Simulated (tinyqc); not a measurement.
Minority carriers and saturation current of a heavily doped emitter: one step of the calculation.

n-type, parabolic bands, full ionisation. eta = (EF - Ec)/kB T solves N = Nc F12(eta), F12(x) = (2/sqrt(pi)) int_0^infinity sqrt(u)/(1 + exp(u - x)) du. The gap shrinks rigidly by dEg = a3 y^(1/3) + a4 y^(1/4) + a2 y^(1/2), y = N/1e18 cm^-3, an empirical law that is here taken as the true narrowing.

Question. Saturation current. 1/tau = Cn N^2 + 1/ts, D = mup Vt, L = sqrt(D tau); J0 = (q p0 D/L)(s + tanh(W/L))/(1 + s tanh(W/L)), s = S L/D; the share recombining inside is 1 - 1/[cosh(W/L)(1 + tanh(W/L)/s)].

Parameters, values chosen for the exercise; band and dielectric values close to those of silicon: temperature T = 350 K; ionised donor density N = 7.8e19 cm^-3; minority-hole mobility mup = 130 cm^2/(V s); Auger coefficient Cn = 2.3e-31 cm^6/s; defect lifetime ts = 0.27 us; emitter width W = 1300 nm; recombination velocity at the contact S = 2.6e5 cm/s.

Constants: q = 1.602176634e-19 C, kB = 1.380649e-23 J/K, Vt = kB T/q. Results are converted to the units shown.

p0 = 40377.295 cm^-3

Wanted: tau; L; s; J0; share recombining inside.

Answer.

tau = 0.71275 ns
L = 528.64 nm
s = 3.5055
J0 = 4.8373e5 fA/cm^2
share recombining inside = 86.748 %

The emitter is opaque: W exceeds two diffusion lengths, and the contact matters little.

Range of the model: Band tails, non-parabolic bands and incomplete ionisation are left out.

tinyqc, about 0.01 s, one thread, Intel Xeon 2.30GHz (shared host): `OMP_NUM_THREADS=1 python tinyqc.py 2330154 2330155 out.jsonl`
